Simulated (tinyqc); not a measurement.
Band bending at a free surface with a continuum of surface states, surface photovoltage and Kelvin probe: two steps of the calculation.

n-type bulk, xi = Ec - EF = Vt ln(Nc/Nd), p0 = ni^2/Nd, ni = sqrt(Nc Nv) exp(-Eg/(2 Vt)), Eg in volts. b is the upward band bending, u = b/Vt. Space charge per area, in units of q: Qc = sign(b) sqrt((2 eps0 eps_r Vt/q) [(Nd + dn)(exp(-u) - 1) + Nd u + (p0 + dn)(exp(u) - 1)]), with dn the excess density under light (flat quasi-Fermi levels; 0 in the dark). The states hold -Ds (E0 - xi - b): negative while the Fermi level lies above the neutrality level. Neutrality: Qc + Qf + (charge of the states) = 0.

Values chosen for this exercise; band and dielectric values close to those of silicon: temperature T = 300 K; band gap Eg = 1.14 eV; relative permittivity eps_r = 11.7; conduction-band density of states at T Nc = 2.74e19 cm^-3; valence-band density of states at T Nv = 2.67e19 cm^-3; electron affinity chi = 4.09 eV; donor density Nd = 2e16 cm^-3; excess carrier density under light dn = 3.4e12 cm^-3.

Constants: q = 1.602176634e-19 C, kB = 1.380649e-23 J/K, Vt = kB T/q, eps0 = 8.8541878128e-14 F/cm where lengths are in cm. Results are converted to the units shown.

Problem 1. Bulk quantities. xi, ni, p0, the Debye length sqrt(eps0 eps_r Vt/(q Nd)) and the flat-band work function chi + xi.

Wanted: xi; ni; p0; Debye length; chi + xi.

Solution 1.

xi = 0.18672 eV
ni = 7.1871e9 cm^-3
p0 = 2582.7 cm^-3
Debye length = 28.910 nm
chi + xi = 4.2767 eV

Problem 2. Surface photovoltage. Under chopped light the surface charge keeps its dark value, so b falls to bL with Qc(bL, dn) = Qc(b, 0); the photovoltage is b - bL. Qc rises with b, so bL follows by bisection.

converged b = 0.26684405 V

Give: bL; photovoltage; share of b removed; excess holes at the surface, dn exp(bL/Vt).

Solution 2.

bL = 0.2321 V
photovoltage = 34.78 mV
share of b removed = 13.03 %
excess holes at the surface, dn exp(bL/Vt) = 2.691e16 cm^-3

Computed by the program tinyqc: `OMP_NUM_THREADS=1 python tinyqc.py 2430106 2430107 out.jsonl`, one thread of a shared Intel Xeon 2.30GHz, about 0.01 s for the whole run.
